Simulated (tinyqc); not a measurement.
## Gate sheet resistance from two finger widths

Question. At low frequency R = Rsh Wf/(3 L) + B/Wf, where B collects the channel and vertical terms. Find Rsh, B and the width of lowest R.

Parameters, values chosen for the exercise:

| symbol | value | unit | meaning |
|---|---|---|---|
| L | 0.16 | um | channel length |

input resistance of single fingers, contacted at one end, of width 0.94 and 4.7 um (ohm): 333.83644  137.26729

Answer. R Wf is a straight line in Wf^2; the minimum of R lies where both terms are equal.

Rsh = 7.50 ohm/square
B = 300 ohm um
width of lowest R = 4.38 um

Program tinyqc, `OMP_NUM_THREADS=1 python tinyqc.py 2262112 2262113 out.jsonl`; Intel Xeon 2.30GHz, shared host, one thread, about 0.01 s.
